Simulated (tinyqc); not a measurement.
Worked calculation (part 1 of 3): UHF in the sto-6g basis, for BeH+, spin multiplicity 1. Computed by tinyqc, a small Python program that keeps every step (integrals from PySCF). Settings: charge = 1, multiplicity = 1, basis = sto-6g, energy threshold = 1e-10, iteration cap = 68, orthogonalisation = symmetric, start = Wolfsberg-Helmholz matrix, DIIS depth = 6, shift = 0.5, method = UHF, break = 0.4. Command: `OMP_NUM_THREADS=1 python tinyqc.py 24911 24912 out.jsonl` (the two numbers bound the seeds that draw the settings). One thread of a shared host (Intel(R) Xeon(R) Processor @ 2.60GHz), about 0.2 s of CPU time with the checks. Later iterations appear only in the table of the cycle.

## One-electron integrals

Geometry (angstrom):
```
atom        x        y        z
Be    0.00000  0.00000  0.00000
H     0.00000  0.00000  1.44400
```

Basis sto-6g: exponents (1/bohr^2) and contraction coefficients of normalised primitives:
```
element  l (shell)   exponent  coefficient
Be           s (1)  312.87049      0.00916
Be           s (1)   57.36446      0.04936
Be           s (1)   16.04851      0.16854
Be           s (1)    5.51310      0.37056
Be           s (1)    2.14090      0.41649
Be           s (1)    0.88174      0.13033
Be           s (2)   13.63325     -0.01325
Be           s (2)    2.69838     -0.04699
Be           s (2)    0.83865     -0.03379
Be           s (2)    0.32266      0.25024
Be           s (2)    0.14013      0.59512
Be           s (2)    0.06423      0.24071
Be           p (3)   13.63325      0.00376
Be           p (3)    2.69838      0.03768
Be           p (3)    0.83865      0.17390
Be           p (3)    0.32266      0.41804
Be           p (3)    0.14013      0.42586
Be           p (3)    0.06423      0.10171
H            s (1)   35.52322      0.00916
H            s (1)    6.51314      0.04936
H            s (1)    1.82214      0.16854
H            s (1)    0.62596      0.37056
H            s (1)    0.24308      0.41649
H            s (1)    0.10011      0.13033
```

Overlap, kinetic and nuclear-attraction integrals over the contracted functions; the nuclear repulsion is the sum of Za Zb / Rab.

nuclear repulsion = 1.4658649 hartree

overlap S:
```
          1Be 1s   1Be 2s  1Be 2px  1Be 2py  1Be 2pz    2H 1s
1Be 1s   1.00000  0.25476  0.00000  0.00000  0.00000  0.05724
1Be 2s   0.25476  1.00000  0.00000  0.00000  0.00000  0.41948
1Be 2px  0.00000  0.00000  1.00000  0.00000  0.00000  0.00000
1Be 2py  0.00000  0.00000  0.00000  1.00000  0.00000  0.00000
1Be 2pz  0.00000  0.00000  0.00000  0.00000  1.00000  0.49422
2H 1s    0.05724  0.41948  0.00000  0.00000  0.49422  1.00000
```

kinetic energy T (hartree):
```
           1Be 1s    1Be 2s  1Be 2px  1Be 2py  1Be 2pz     2H 1s
1Be 1s    6.76875  -0.20738  0.00000  0.00000  0.00000  -0.01372
1Be 2s   -0.20738   0.22012  0.00000  0.00000  0.00000   0.05408
1Be 2px   0.00000   0.00000  0.66127  0.00000  0.00000   0.00000
1Be 2py   0.00000   0.00000  0.00000  0.66127  0.00000   0.00000
1Be 2pz   0.00000   0.00000  0.00000  0.00000  0.66127   0.16048
2H 1s    -0.01372   0.05408  0.00000  0.00000  0.16048   0.76852
```

nuclear attraction V (hartree):
```
            1Be 1s    1Be 2s   1Be 2px   1Be 2py   1Be 2pz     2H 1s
1Be 1s   -15.08126  -1.74409   0.00000   0.00000  -0.01632  -0.43162
1Be 2s    -1.74409  -2.64873   0.00000   0.00000  -0.13596  -1.09876
1Be 2px    0.00000   0.00000  -2.61385   0.00000   0.00000   0.00000
1Be 2py    0.00000   0.00000   0.00000  -2.61385   0.00000   0.00000
1Be 2pz   -0.01632  -0.13596   0.00000   0.00000  -2.71820  -1.28317
2H 1s     -0.43162  -1.09876   0.00000   0.00000  -1.28317  -2.69803
```

core Hamiltonian H = T + V (hartree):
```
           1Be 1s    1Be 2s   1Be 2px   1Be 2py   1Be 2pz     2H 1s
1Be 1s   -8.31250  -1.95148   0.00000   0.00000  -0.01632  -0.44534
1Be 2s   -1.95148  -2.42861   0.00000   0.00000  -0.13596  -1.04468
1Be 2px   0.00000   0.00000  -1.95259   0.00000   0.00000   0.00000
1Be 2py   0.00000   0.00000   0.00000  -1.95259   0.00000   0.00000
1Be 2pz  -0.01632  -0.13596   0.00000   0.00000  -2.05694  -1.12269
2H 1s    -0.44534  -1.04468   0.00000   0.00000  -1.12269  -1.92951
```

## Two-electron integrals

Functions are numbered as in S; the eight-fold symmetry (ij|kl) = (ji|kl) = (kl|ij) leaves the list below.

Two-electron integrals (ij|kl) in chemists' order, unique and non-zero (hartree):
```
(11|11) 2.30000   (21|11) 0.36188   (21|21) 0.07193   (22|11) 0.57033
(22|21) 0.13965   (22|22) 0.41777   (31|31) 0.01525   (32|31) 0.02255
(32|32) 0.09234   (33|11) 0.57033   (33|21) 0.13965   (33|22) 0.41777
(33|33) 0.45012   (41|41) 0.01525   (42|41) 0.02255   (42|42) 0.09234
(43|43) 0.02426   (44|11) 0.57033   (44|21) 0.13965   (44|22) 0.41777
(44|33) 0.40160   (44|44) 0.45012   (51|51) 0.01525   (52|51) 0.02255
(52|52) 0.09234   (53|53) 0.02426   (54|54) 0.02426   (55|11) 0.57033
(55|21) 0.13965   (55|22) 0.41777   (55|33) 0.40160   (55|44) 0.40160
(55|55) 0.45012   (61|11) 0.08358   (61|21) 0.01613   (61|22) 0.03119
(61|33) 0.03093   (61|44) 0.03093   (61|51) 0.00160   (61|52) 0.00309
(61|55) 0.03170   (61|61) 0.00383   (62|11) 0.19758   (62|21) 0.04913
(62|22) 0.15961   (62|33) 0.15363   (62|44) 0.15363   (62|51) 0.00686
(62|52) 0.04012   (62|55) 0.17157   (62|61) 0.01218   (62|62) 0.09029
(63|31) 0.00478   (63|32) 0.02164   (63|53) 0.00699   (63|63) 0.00836
(64|41) 0.00478   (64|42) 0.02164   (64|54) 0.00699   (64|64) 0.00836
(65|11) 0.21149   (65|21) 0.05326   (65|22) 0.18084   (65|33) 0.17022
(65|44) 0.17022   (65|51) 0.01110   (65|52) 0.06257   (65|55) 0.20208
(65|61) 0.01386   (65|62) 0.11647   (65|65) 0.15522   (66|11) 0.36425
(66|21) 0.09243   (66|22) 0.33498   (66|33) 0.31081   (66|44) 0.31081
(66|51) 0.01529   (66|52) 0.11446   (66|55) 0.38332   (66|61) 0.02372
(66|62) 0.24017   (66|65) 0.32901   (66|66) 0.77500
```

## Orthogonalisation

S = U s U^T; symmetric (Loewdin) form X = U s^(-1/2) U^T, so that X^T S X = 1.

eigenvalues of S: 0.34181  0.79760  1.00000  1.00000  1.17309  1.68750

X:
```
           1Be 1s    1Be 2s  1Be 2px  1Be 2py   1Be 2pz     2H 1s
1Be 1s    1.02651  -0.14160  0.00000  0.00000  -0.01006   0.02039
1Be 2s   -0.14160   1.12733  0.00000  0.00000   0.11741  -0.29928
1Be 2px   0.00000   0.00000  1.00000  0.00000   0.00000   0.00000
1Be 2py   0.00000   0.00000  0.00000  1.00000   0.00000   0.00000
1Be 2pz  -0.01006   0.11741  0.00000  0.00000   1.13546  -0.34649
2H 1s     0.02039  -0.29928  0.00000  0.00000  -0.34649   1.23395
```

## Starting guess

The start is the generalised Wolfsberg-Helmholz matrix (K = 1.75) built on H, with HOMO and LUMO mixed by +/-0.4 rad for the two spins; D(s) = C_occ C_occ^T for each spin.

D(alpha) at the start:
```
           1Be 1s   1Be 2s   1Be 2px   1Be 2py   1Be 2pz     2H 1s
1Be 1s    0.98956  0.01116  -0.01710  -0.04475  -0.04986  -0.07052
1Be 2s    0.01116  0.09428   0.04214   0.11026   0.13267   0.14798
1Be 2px  -0.01710  0.04214   0.01933   0.05057   0.06077   0.06811
1Be 2py  -0.04475  0.11026   0.05057   0.13232   0.15899   0.17820
1Be 2pz  -0.04986  0.13267   0.06077   0.15899   0.19104   0.21408
2H 1s    -0.07052  0.14798   0.06811   0.17820   0.21408   0.24010
```

D(beta) at the start:
```
           1Be 1s    1Be 2s   1Be 2px   1Be 2py   1Be 2pz     2H 1s
1Be 1s    0.98956   0.01116   0.01710   0.04475  -0.04986  -0.07052
1Be 2s    0.01116   0.09428  -0.04214  -0.11026   0.13267   0.14798
1Be 2px   0.01710  -0.04214   0.01933   0.05057  -0.06077  -0.06811
1Be 2py   0.04475  -0.11026   0.05057   0.13232  -0.15899  -0.17820
1Be 2pz  -0.04986   0.13267  -0.06077  -0.15899   0.19104   0.21408
2H 1s    -0.07052   0.14798  -0.06811  -0.17820   0.21408   0.24010
```

## Iteration 1: building the Fock matrix

J_ij = sum D_kl (ij|kl) with D = D(alpha) + D(beta), K_ij = sum D_kl (ik|jl) for each spin; F = H + J - K(s); E = tr D H + tr D J / 2 - 0.5 sum_s tr D(s) K(s) + E_nn.

Coulomb J (hartree):
```
          1Be 1s   1Be 2s  1Be 2px  1Be 2py  1Be 2pz    2H 1s
1Be 1s   5.51595  0.95599  0.00000  0.00000  0.02939  0.22423
1Be 2s   0.95599  1.90149  0.00000  0.00000  0.17592  0.82048
1Be 2px  0.00000  0.00000  1.86811  0.00491  0.00000  0.00000
1Be 2py  0.00000  0.00000  0.00491  1.87908  0.00000  0.00000
1Be 2pz  0.02939  0.17592  0.00000  0.00000  1.95728  0.97081
2H 1s    0.22423  0.82048  0.00000  0.00000  0.97081  1.87597
```

exchange K(alpha) (hartree):
```
           1Be 1s   1Be 2s   1Be 2px   1Be 2py   1Be 2pz    2H 1s
1Be 1s    2.29065  0.38803  -0.00075  -0.00196  -0.00187  0.09138
1Be 2s    0.38803  0.22449   0.03066   0.08022   0.16614  0.23630
1Be 2px  -0.00075  0.03066   0.05158   0.02154   0.03795  0.03928
1Be 2py  -0.00196  0.08022   0.02154   0.09969   0.09928  0.10278
1Be 2pz  -0.00187  0.16614   0.03795   0.09928   0.25471  0.30047
2H 1s     0.09138  0.23630   0.03928   0.10278   0.30047  0.46769
```

exchange K(beta) (hartree):
```
           1Be 1s    1Be 2s   1Be 2px   1Be 2py   1Be 2pz     2H 1s
1Be 1s    2.29065   0.38803   0.00075   0.00196  -0.00187   0.09138
1Be 2s    0.38803   0.22449  -0.03066  -0.08022   0.16614   0.23630
1Be 2px   0.00075  -0.03066   0.05158   0.02154  -0.03795  -0.03928
1Be 2py   0.00196  -0.08022   0.02154   0.09969  -0.09928  -0.10278
1Be 2pz  -0.00187   0.16614  -0.03795  -0.09928   0.25471   0.30047
2H 1s     0.09138   0.23630  -0.03928  -0.10278   0.30047   0.46769
```

F(alpha) (hartree):
```
           1Be 1s    1Be 2s   1Be 2px   1Be 2py   1Be 2pz     2H 1s
1Be 1s   -5.08721  -1.38352   0.00075   0.00196   0.01494  -0.31249
1Be 2s   -1.38352  -0.75161  -0.03066  -0.08022  -0.12617  -0.46050
1Be 2px   0.00075  -0.03066  -0.13605  -0.01663  -0.03795  -0.03928
1Be 2py   0.00196  -0.08022  -0.01663  -0.17321  -0.09928  -0.10278
1Be 2pz   0.01494  -0.12617  -0.03795  -0.09928  -0.35437  -0.45235
2H 1s    -0.31249  -0.46050  -0.03928  -0.10278  -0.45235  -0.52123
```

F(beta) (hartree):
```
           1Be 1s    1Be 2s   1Be 2px   1Be 2py   1Be 2pz     2H 1s
1Be 1s   -5.08721  -1.38352  -0.00075  -0.00196   0.01494  -0.31249
1Be 2s   -1.38352  -0.75161   0.03066   0.08022  -0.12617  -0.46050
1Be 2px  -0.00075   0.03066  -0.13605  -0.01663   0.03795   0.03928
1Be 2py  -0.00196   0.08022  -0.01663  -0.17321   0.09928   0.10278
1Be 2pz   0.01494  -0.12617   0.03795   0.09928  -0.35437  -0.45235
2H 1s    -0.31249  -0.46050   0.03928   0.10278  -0.45235  -0.52123
```

total energy of this density = -14.7216372 hartree

## Iteration 1: diagonalisation and new density

A level shift of 0.5 hartree raises the virtual space: F + shift (S - S D(s) S), with D(s) the density of one spin. Diagonalise F' = X^T F X, C = X C', fill 2 alpha and 2 beta electrons from the bottom; D(s) = C_occ C_occ^T. Each column has its largest component positive (the first on a tie).

F' = X^T F X (alpha) (hartree):
```
          1         2         3         4         5         6
1  -4.97252  -0.76650   0.00996   0.02606   0.03809  -0.02342
2  -0.76650   0.03072  -0.05330  -0.13946  -0.08401  -0.41951
3   0.00996  -0.05330   0.35428  -0.04192  -0.07070  -0.07067
4   0.02606  -0.13946  -0.04192   0.26063  -0.18499  -0.18490
5   0.03809  -0.08401  -0.07070  -0.18499   0.18373  -0.53919
6  -0.02342  -0.41951  -0.07067  -0.18490  -0.53919   0.09068
```

orbital energies (alpha) (hartree): MO1 -5.08878, MO2 -0.69776, MO3 0.24392, MO4 0.34876, MO5 0.37030, MO6 0.77109

coefficients C (alpha):
```
              MO1       MO2       MO3       MO4       MO5       MO6
1Be 1s    0.99409  -0.12823  -0.23392   0.01573   0.00000   0.12112
1Be 2s    0.02308   0.35692   0.86525   0.00624   0.00000  -0.71948
1Be 2px  -0.00018   0.11374  -0.02595   0.33625   0.93410   0.02812
1Be 2py  -0.00047   0.29758  -0.06790   0.87975  -0.35702   0.07358
1Be 2pz  -0.00159   0.41279  -0.54813  -0.10074   0.00000  -0.97068
2H 1s    -0.00342   0.50660  -0.09347  -0.27720   0.00000   1.17916
```

F' = X^T F X (beta) (hartree):
```
          1         2         3         4         5         6
1  -4.97252  -0.76650  -0.00996  -0.02606   0.03809  -0.02342
2  -0.76650   0.03072   0.05330   0.13946  -0.08401  -0.41951
3  -0.00996   0.05330   0.35428  -0.04192   0.07070   0.07067
4  -0.02606   0.13946  -0.04192   0.26063   0.18499   0.18490
5   0.03809  -0.08401   0.07070   0.18499   0.18373  -0.53919
6  -0.02342  -0.41951   0.07067   0.18490  -0.53919   0.09068
```

orbital energies (beta) (hartree): MO1 -5.08878, MO2 -0.69776, MO3 0.24392, MO4 0.34876, MO5 0.37030, MO6 0.77109

coefficients C (beta):
```
              MO1       MO2       MO3       MO4       MO5       MO6
1Be 1s    0.99409  -0.12823  -0.23392  -0.01573   0.00000   0.12112
1Be 2s    0.02308   0.35692   0.86525  -0.00624   0.00000  -0.71948
1Be 2px   0.00018  -0.11374   0.02595   0.33625   0.93410  -0.02812
1Be 2py   0.00047  -0.29758   0.06790   0.87975  -0.35702  -0.07358
1Be 2pz  -0.00159   0.41279  -0.54813   0.10074   0.00000  -0.97068
2H 1s    -0.00342   0.50660  -0.09347   0.27720   0.00000   1.17916
```

D(alpha) after iteration 1:
```
           1Be 1s    1Be 2s   1Be 2px   1Be 2py   1Be 2pz     2H 1s
1Be 1s    1.00466  -0.02282  -0.01476  -0.03863  -0.05451  -0.06837
1Be 2s   -0.02282   0.12793   0.04059   0.10620   0.14729   0.18074
1Be 2px  -0.01476   0.04059   0.01294   0.03384   0.04695   0.05762
1Be 2py  -0.03863   0.10620   0.03384   0.08855   0.12284   0.15075
1Be 2pz  -0.05451   0.14729   0.04695   0.12284   0.17039   0.20912
2H 1s    -0.06837   0.18074   0.05762   0.15075   0.20912   0.25666
```

D(beta) after iteration 1:
```
           1Be 1s    1Be 2s   1Be 2px   1Be 2py   1Be 2pz     2H 1s
1Be 1s    1.00466  -0.02282   0.01476   0.03863  -0.05451  -0.06837
1Be 2s   -0.02282   0.12793  -0.04059  -0.10620   0.14729   0.18074
1Be 2px   0.01476  -0.04059   0.01294   0.03384  -0.04695  -0.05762
1Be 2py   0.03863  -0.10620   0.03384   0.08855  -0.12284  -0.15075
1Be 2pz  -0.05451   0.14729  -0.04695  -0.12284   0.17039   0.20912
2H 1s    -0.06837   0.18074  -0.05762  -0.15075   0.20912   0.25666
```

## Iteration 2: building the Fock matrix

As before.

Coulomb J (hartree):
```
          1Be 1s   1Be 2s  1Be 2px  1Be 2py  1Be 2pz    2H 1s
1Be 1s   5.52828  0.95533  0.00000  0.00000  0.03162  0.22454
1Be 2s   0.95533  1.89736  0.00000  0.00000  0.18874  0.82780
1Be 2px  0.00000  0.00000  1.86428  0.00328  0.00000  0.00000
1Be 2py  0.00000  0.00000  0.00328  1.87162  0.00000  0.00000
1Be 2pz  0.03162  0.18874  0.00000  0.00000  1.95619  0.98335
2H 1s    0.22454  0.82780  0.00000  0.00000  0.98335  1.90715
```

exchange K(alpha) (hartree):
```
           1Be 1s   1Be 2s  1Be 2px   1Be 2py  1Be 2pz    2H 1s
1Be 1s    2.30358  0.37801  0.00000  -0.00001  0.00010  0.09092
1Be 2s    0.37801  0.23537  0.02841   0.07433  0.18098  0.25677
1Be 2px   0.00000  0.02841  0.05045   0.01441  0.03020  0.03330
1Be 2py  -0.00001  0.07433  0.01441   0.08265  0.07903  0.08712
1Be 2pz   0.00010  0.18098  0.03020   0.07903  0.25072  0.31061
2H 1s     0.09092  0.25677  0.03330   0.08712  0.31061  0.49502
```

exchange K(beta) (hartree):
```
          1Be 1s    1Be 2s   1Be 2px   1Be 2py   1Be 2pz     2H 1s
1Be 1s   2.30358   0.37801   0.00000   0.00001   0.00010   0.09092
1Be 2s   0.37801   0.23537  -0.02841  -0.07433   0.18098   0.25677
1Be 2px  0.00000  -0.02841   0.05045   0.01441  -0.03020  -0.03330
1Be 2py  0.00001  -0.07433   0.01441   0.08265  -0.07903  -0.08712
1Be 2pz  0.00010   0.18098  -0.03020  -0.07903   0.25072   0.31061
2H 1s    0.09092   0.25677  -0.03330  -0.08712   0.31061   0.49502
```

F(alpha) (hartree):
```
           1Be 1s    1Be 2s   1Be 2px   1Be 2py   1Be 2pz     2H 1s
1Be 1s   -5.08780  -1.37416   0.00000   0.00001   0.01520  -0.31172
1Be 2s   -1.37416  -0.76662  -0.02841  -0.07433  -0.12820  -0.47364
1Be 2px   0.00000  -0.02841  -0.13876  -0.01113  -0.03020  -0.03330
1Be 2py   0.00001  -0.07433  -0.01113  -0.16362  -0.07903  -0.08712
1Be 2pz   0.01520  -0.12820  -0.03020  -0.07903  -0.35147  -0.44995
2H 1s    -0.31172  -0.47364  -0.03330  -0.08712  -0.44995  -0.51737
```

F(beta) (hartree):
```
           1Be 1s    1Be 2s   1Be 2px   1Be 2py   1Be 2pz     2H 1s
1Be 1s   -5.08780  -1.37416   0.00000  -0.00001   0.01520  -0.31172
1Be 2s   -1.37416  -0.76662   0.02841   0.07433  -0.12820  -0.47364
1Be 2px   0.00000   0.02841  -0.13876  -0.01113   0.03020   0.03330
1Be 2py  -0.00001   0.07433  -0.01113  -0.16362   0.07903   0.08712
1Be 2pz   0.01520  -0.12820   0.03020   0.07903  -0.35147  -0.44995
2H 1s    -0.31172  -0.47364   0.03330   0.08712  -0.44995  -0.51737
```

total energy of this density = -14.7585720 hartree

## Iteration 2: DIIS over 2 matrices

error matrix X^T (FDS - SDF) X (alpha):
```
          1         2         3         4         5         6
1   0.00000  -0.01835   0.00404   0.01058   0.00686   0.01140
2   0.01835   0.00000  -0.01346  -0.03523  -0.02868  -0.02356
3  -0.00404   0.01346   0.00000   0.00000   0.00899   0.01453
4  -0.01058   0.03523   0.00000   0.00000   0.02351   0.03801
5  -0.00686   0.02868  -0.00899  -0.02351   0.00000   0.01430
6  -0.01140   0.02356  -0.01453  -0.03801  -0.01430   0.00000
```

B (overlaps of the stored error matrices):
```
               1              2
1  8.4540111e-02  3.6793605e-02
2  3.6793605e-02  2.3744001e-02
```

Minimise |sum c_i e_i|^2 with sum c_i = 1: solve [B -1; -1 0][c; lambda] = [0; -1] with B_ij = tr e_i^T e_j summed over both spins, and take F = sum c_i F_i.

DIIS coefficients: -0.37610  1.37610

extrapolated F(alpha) (hartree):
```
           1Be 1s    1Be 2s   1Be 2px   1Be 2py   1Be 2pz     2H 1s
1Be 1s   -5.08803  -1.37063  -0.00028  -0.00072   0.01530  -0.31144
1Be 2s   -1.37063  -0.77226  -0.02756  -0.07212  -0.12896  -0.47858
1Be 2px  -0.00028  -0.02756  -0.13978  -0.00906  -0.02729  -0.03105
1Be 2py  -0.00072  -0.07212  -0.00906  -0.16002  -0.07141  -0.08123
1Be 2pz   0.01530  -0.12896  -0.02729  -0.07141  -0.35037  -0.44905
2H 1s    -0.31144  -0.47858  -0.03105  -0.08123  -0.44905  -0.51592
```

extrapolated F(beta) (hartree):
```
           1Be 1s    1Be 2s   1Be 2px   1Be 2py   1Be 2pz     2H 1s
1Be 1s   -5.08803  -1.37063   0.00028   0.00072   0.01530  -0.31144
1Be 2s   -1.37063  -0.77226   0.02756   0.07212  -0.12896  -0.47858
1Be 2px   0.00028   0.02756  -0.13978  -0.00906   0.02729   0.03105
1Be 2py   0.00072   0.07212  -0.00906  -0.16002   0.07141   0.08123
1Be 2pz   0.01530  -0.12896   0.02729   0.07141  -0.35037  -0.44905
2H 1s    -0.31144  -0.47858   0.03105   0.08123  -0.44905  -0.51592
```
